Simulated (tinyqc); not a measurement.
## Reverse leakage of an n+-p junction: diffusion, generation, trap-assisted and band-to-band tunnelling: leakage components against the reverse bias

One-sided abrupt junction in the depletion approximation, x from the junction (0) to W on the p side, field F = F0 (1 - x/W). Flat quasi-Fermi levels, long p side. Traps generate through SRH with both lifetimes shortened by 1 + Gamma (Hurkx enhancement, form for moderate fields); band-to-band generation is local and needs a total bending above Eg.

ni = sqrt(Nc Nv) exp(-Eg/(2 Vt)), Eg in volts; Vbi = Vt ln(Na Nd/ni^2); W = sqrt(2 eps0 eps_r (Vbi + VR)/(q Na)); F0 = 2 (Vbi + VR)/W; FG = sqrt(24 mt m0 (kB T)^3)/(q hbar); J_diff = q ni^2 sqrt(Dn/tau)(1 - exp(-VR/Vt))/Na. u = (Vbi + VR)(1 - x/W)^2, p = Na exp(-u/Vt), n = Nd exp((u - Vbi - VR)/Vt); G0 = ni^2 (1 - exp(-VR/Vt))/(tau (n + p + 2 ni cosh(Et/Vt))); Gamma = 2 sqrt(3 pi)(F/FG) exp((F/FG)^2); trap-assisted part G0 Gamma; G_bb = Ab F^2.5 exp(-Bb/F) with F in V/cm, zero unless Vbi + VR > Eg, and counted as zero under 1 cm^-3 s^-1. Currents are q times the integrals over 0 to W; J_bb under 1e-8 of J is printed as 0; rows with F0/FG above 2.2, beyond the range of this Gamma, are left out.

Inputs (values chosen for the exercise); band and dielectric values close to those of silicon:
- T = 300 K (temperature)
- Eg = 1.12 eV (band gap)
- eps_r = 11.5 (relative permittivity)
- Nc = 2.84e19 cm^-3 (conduction-band density of states at T)
- Nv = 2.61e19 cm^-3 (valence-band density of states at T)
- Na = 2.9e17 cm^-3 (acceptor density of the lighter side)
- Nd = 1e19 cm^-3 (donor density of the heavier side)
- tau = 1e-9 s (SRH lifetime of both carriers at zero field)
- Et = 0 eV (trap level above the intrinsic level)
- mt = 0.26 m0 (tunnelling mass)
- Dn = 16 cm^2/s (electron diffusion coefficient on the lighter side)
- Ab = 6.7e14 cm^-0.5 V^-2.5 s^-1 (band-to-band prefactor)
- Bb = 1.9e7 V/cm (band-to-band field constant)

Constants: q = 1.602176634e-19 C, kB = 1.380649e-23 J/K, hbar = 1.054571817e-34 J s, m0 = 9.1093837015e-31 kg, Vt = kB T/q, eps0 = 8.8541878128e-14 F/cm where lengths are in cm. Results are converted to the units shown.

Results:
```
VR (V)  F0 (kV/cm)  F0/FG  J_diff (A/cm^2)  J_SRH (A/cm^2)  J_TAT (A/cm^2)  J_bb (A/cm^2)  J (A/cm^2)              largest part
0.2            328  0.871         7.92e-12         9.12e-7         4.67e-6              0     5.58e-6  trap-assisted tunnelling
0.5            367  0.976         7.93e-12         1.86e-6         1.17e-5              0     1.36e-5  trap-assisted tunnelling
0.8            403   1.07         7.93e-12         2.67e-6         2.03e-5              0     2.30e-5  trap-assisted tunnelling
1.1            435   1.16         7.93e-12         3.38e-6         3.07e-5              0     3.41e-5  trap-assisted tunnelling
1.4            466   1.24         7.93e-12         4.03e-6         4.33e-5              0     4.73e-5  trap-assisted tunnelling
1.7            494   1.31         7.93e-12         4.63e-6         5.86e-5              0     6.33e-5  trap-assisted tunnelling
2              521   1.39         7.93e-12         5.18e-6         7.72e-5       8.68e-13     8.24e-5  trap-assisted tunnelling
2.6            571   1.52         7.93e-12         6.21e-6         1.27e-4       3.18e-11     1.33e-4  trap-assisted tunnelling
```

Estimate the missing row, VR = 2.3 V.

Computed row:
```
VR (V)  F0 (kV/cm)  F0/FG  J_diff (A/cm^2)  J_SRH (A/cm^2)  J_TAT (A/cm^2)  J_bb (A/cm^2)  J (A/cm^2)              largest part
2.3            547   1.45         7.93e-12         5.71e-6         9.98e-5       5.92e-12     1.05e-4  trap-assisted tunnelling
```

With this row back in the table: J rises from 5.58e-6 to 1.33e-4 A/cm^2. Trap-assisted tunnelling leads at VR = 0.2 and in all other rows. The ratio J_TAT/J_SRH goes from 5.12 to 20.5 as F0/FG goes from 0.871 to 1.52.

Range of the model: The n+ side is degenerate, so Vbi from Boltzmann statistics is only a guide.

Program tinyqc, `OMP_NUM_THREADS=1 python tinyqc.py 2290131 2290132 out.jsonl`; Intel Xeon 2.30GHz, shared host, one thread, about 0.01 s.
